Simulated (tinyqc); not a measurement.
Inside a calculation: round or elliptic silicon nanowire with anisotropic valleys (Ritz method). Values are carried at full precision from step to step, so a last printed digit may differ when a step is redone from the rounded ones.

Wire along x = [100] on a (001) wafer, y = [010], z = [001]. Valley groups, two valleys each (w = inverse masses): A, axis along z: w_y = 1/mt, w_z = 1/ml, m_x = mt; B, axis along y: w_y = 1/ml, w_z = 1/mt, m_x = mt; C, axis along x: w_y = w_z = 1/mt, m_x = ml.

Constants: hbar^2/2m0 = 3.80998211 eV angstrom^2; kB = 8.617333262e-05 eV/K.

Inputs chosen for the exercise (near those of a Si nanowire; not measured data): ml = 0.925 m0 (longitudinal mass); mt = 0.188 m0 (transverse mass); a = 33 angstrom (semi-axis along y); b = 18 angstrom (semi-axis along z); group = A (valley group worked out); T = 300 K (temperature).

## Stretching the ellipse

Scaling y by 1/sqrt(w_y) and z by 1/sqrt(w_z) makes the mass 1 and the semi-axes A = a/sqrt(w_y), B = b/sqrt(w_z). List them with the one-function estimate 3c (1/A^2 + 1/B^2) and the slender limit c (pi/2s)^2 (1 + 2s/(pi l)), s and l the smaller and larger of A, B; c = hbar^2/2m0.

Groups:

| group | g | A | B | axis ratio | one function (eV) | slender limit (eV) |
|---|---|---|---|---|---|---|
| A | 2 | 14.31 | 17.31 | 1.210 | 0.0940 | 0.0701 |
| B | 2 | 31.74 | 7.80 | 4.067 | 0.1990 | 0.1785 |
| C | 2 | 14.31 | 7.80 | 1.833 | 0.2435 | 0.2079 |

The one-function value suits axis ratios near 1 and the slender limit ratios well above 2.

## Matrices of three even functions

Hard wall on the ellipse (y/a)^2 + (z/b)^2 = 1, c = hbar^2/2m0. With u = y/a, v = z/b the operator is -c [(w_y/a^2) d2/du2 + (w_z/b^2) d2/dv2] on the unit disc. Basis (1 - u^2 - v^2) u^i v^j; S, X and Y are the disc integrals of f f', (df/du)(df'/du) and (df/dv)(df'/dv), from the integral of u^p v^q = 2 Gamma((p+1)/2) Gamma((q+1)/2)/((p + q + 2) Gamma((p+q+2)/2)) for even p, q; H = c (w_y X/a^2 + w_z Y/b^2).

Basis 1, u^2, v^2 times (1 - u^2 - v^2); form S and H for the chosen group.

S:
```
            1       u^2       v^2
1    1.047198  0.130900  0.130900
u^2  0.130900  0.039270  0.013090
v^2  0.130900  0.013090  0.039270
```

H (meV):
```
           1      u^2      v^2
1    98.4018  16.4003  16.4003
u^2  16.4003  15.8941   2.0500
v^2  16.4003   2.0500  12.8064
```

## Lowest level in this basis

Solve H p = E S p for the wire level; give E, the ratios p2/p1 and p3/p1, and H11/S11.

E = 90.5 meV

ratios: -0.34  -0.46

one function = 94.0 meV

The two added functions lower the level by 3.5 meV (3.7 %), mostly by narrowing the state along v, the direction in which the stretched ellipse is long.

## Subbands

Converged values use 21 functions of each parity class (e or o in u, then in v).

The nine lowest levels of all groups and parity classes.

Subbands:

| group, parity | g | m_x (m0) | E (eV) |
|---|---|---|---|
| A ee | 2 | 0.1880 | 0.0905 |
| B ee | 2 | 0.1880 | 0.1821 |
| A eo | 2 | 0.1880 | 0.2080 |
| C ee | 2 | 0.9250 | 0.2323 |
| B oe | 2 | 0.1880 | 0.2443 |
| A oe | 2 | 0.1880 | 0.2512 |
| B ee | 2 | 0.1880 | 0.3200 |
| A ee | 2 | 0.1880 | 0.3783 |
| B oe | 2 | 0.1880 | 0.4105 |

At 300 K and without degeneracy the populations go as g sqrt(m_x) exp(-E/kB T): among these nine the lowest level holds 95 % and the light transport mass mt 99 % of the electrons. Levels above about 0.3 eV lie beyond parabolic valleys and hard walls.

## Checks

- Circle of radius a with both masses mt against c (2.404826/R)^2/m, eV: both 0.1076.

Run: tinyqc, `OMP_NUM_THREADS=1 python tinyqc.py 1282105 1282106 out.jsonl`; Intel(R) Xeon(R) Processor @ 2.30GHz, one thread, shared host; about 0.03 s of CPU time with all checks.
